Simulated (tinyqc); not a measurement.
p-n diode with diffusion and depletion-layer recombination: one step of the calculation.

Abrupt junction in the depletion approximation, low injection, full ionisation, neutral widths fixed, ohmic contact on the p side. Vj is the junction voltage; where a series resistance Rs is given, V = Vj + J Rs is the terminal voltage.

Question. Diffusion lengths and saturation currents. ni = sqrt(Nc Nv) exp(-Eg/(2 Vt)), Eg in volts; D = mu Vt; Ln = sqrt(Dn tn), Lp = sqrt(Dp tp); J0n = q ni^2 Dn coth(wp/Ln)/(Ln Na); J0p = (q ni^2 Dp/(Lp Nd)) (s + tanh(wn/Lp))/(1 + s tanh(wn/Lp)), s = Sp Lp/Dp.

Parameters, values chosen for the exercise; band and dielectric values close to those of silicon:
```
symbol,value,unit,meaning
T,300,K,temperature
Eg,1.14,eV,band gap
Nc,2.77e19,cm^-3,conduction-band density of states at T
Nv,2.68e19,cm^-3,valence-band density of states at T
Na,7.5e16,cm^-3,acceptor density
Nd,4.3e15,cm^-3,donor density
mun,830,cm^2/(V s),electron mobility in the p side
mup,430,cm^2/(V s),hole mobility in the n side
tn,6e-7,s,electron lifetime
tp,3e-6,s,hole lifetime
wp,7,um,neutral width of the p side
wn,0.78,um,neutral width of the n side
Sp,1e7,cm/s,recombination velocity at the n contact
```

Constants: q = 1.602176634e-19 C, kB = 1.380649e-23 J/K, Vt = kB T/q. Results are converted to the units shown.

Wanted: ni; Ln; Lp; J0n; J0p.

Answer.

ni = 7.240e9 cm^-3
Ln = 35.88 um
Lp = 57.75 um
J0n = 3.476e-12 A/cm^2
J0p = 2.744e-10 A/cm^2

wp/Ln = 0.20 and wn/Lp = 0.014; holes carry 98.7 % of the diffusion current.

tinyqc, about 0.01 s, one thread, Intel Xeon 2.30GHz (shared host): `OMP_NUM_THREADS=1 python tinyqc.py 2260042 2260043 out.jsonl`
